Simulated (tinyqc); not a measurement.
Electron continuity equation in a given potential, Scharfetter-Gummel discretisation: one step of the calculation.

Steady state in one dimension: J = q mu n E + q D dn/dx with E = -dpsi/dx and D = mu Vt, dJ/dx = q (n/tau - G), fixed densities nL and nR at the ends. The potential is given, psi = U x/L - Ub exp(-((x/L - xb)/sb)^2), and is not changed by the electrons.

Problem. Densities and current. B(d_i) and B(-d_i) are the Bernoulli factors of the potential steps, b and f the diagonal and right side. Solve B(-d_(i-1)) n_(i-1) + b_i n_i + B(d_i) n_(i+1) = f_i (end values already in f), then J_i = (q D/h) [n_(i+1) B(d_i) - n_i B(-d_i)], h = L/10, D = mu Vt.

Inputs (values chosen for the exercise); mobility close to that of silicon at room temperature: temperature T = 273 K; electron mobility mu = 1360 cm^2/(V s); length of the region L = 4.2 um; density at x = 0 nL = 7.2e14 cm^-3; density at x = L nR = 0 cm^-3.

Constants: q = 1.602176634e-19 C, kB = 1.380649e-23 J/K, Vt = kB T/q. Results are converted to the units shown.

B(d_i), interval 0 to 9: [2.3613685, 4.1145006, 6.7002393, 1.0648660, 0.21659717, 1.5104283, 2.1738099, 2.2105366, 2.2109773, 2.2109786]
B(-d_i), interval 0 to 9: [0.30079246, 0.072241420, 0.0083142714, 0.93782321, 2.7624204, 0.62000124, 0.35134666, 0.34077839, 0.34065366, 0.34065329]
diagonal b, node 1 to 9: [-2.5396380, -4.2288429, -7.7440906, -3.9333145, -0.94262647, -1.9678030, -2.6206164, -2.6572183, -2.6576586]
right side f, node 1 to 9 (cm^-3): [-2.1657057e14, 0, 0, 0, 0, 0, 0, 0, 0]

Wanted: n; J.

Solution.

n, node 0 to 10 (cm^-3): [7.2000e14, 8.7708e13, 1.5010e12, 1.7065e9, 6.9058e8, 5.1519e9, 1.9522e9, 2.9779e8, 4.2750e7, 5.4796e6, 0]
J, interval 0 to 9 (A/cm^2): [-1.1546, -0.0196, -0.0001, -0.0001, -0.0001, 0.0000, 0.0000, 0.0000, 0.0000, 0.0000]

Program tinyqc, `OMP_NUM_THREADS=1 python tinyqc.py 2220043 2220044 out.jsonl`; Intel Xeon 2.30GHz, shared host, one thread, about 0.01 s.
